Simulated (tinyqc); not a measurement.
From results back to parameters: two-dimensional electron gas with Rashba and Dresselhaus coupling.

Problem. For pure Rashba coupling above the band crossing, k_outer - k_inner = al m/c with c = hbar^2/2m0, and each branch holds k^2/(4 pi) electrons per area. Beating of Shubnikov-de Haas oscillations gives the two densities; those below come from a hidden al (1e11/cm^2 = 1e-5/angstrom^2).

Constants: hbar^2/2m0 = 3.80998211 eV angstrom^2.

Inputs chosen for the exercise (out of a larger set: of the size met in GaAs; not measured data): m = 0.0631 m0 (mass).

densities (1e11/cm^2): outer 3.630835, inner 3.569165

Find: k_outer, k_inner; al.

Solution. k = sqrt(4 pi n) for each branch, and al = c (k_outer - k_inner)/m.

k_outer, k_inner (1/angstrom): 0.02136  0.02118

al = 0.0110 eV angstrom

(tinyqc, `OMP_NUM_THREADS=1 python tinyqc.py 1482339 1482340 out.jsonl`, Intel(R) Xeon(R) Processor @ 2.30GHz, 1 thread, shared host, about 0.01 s.)
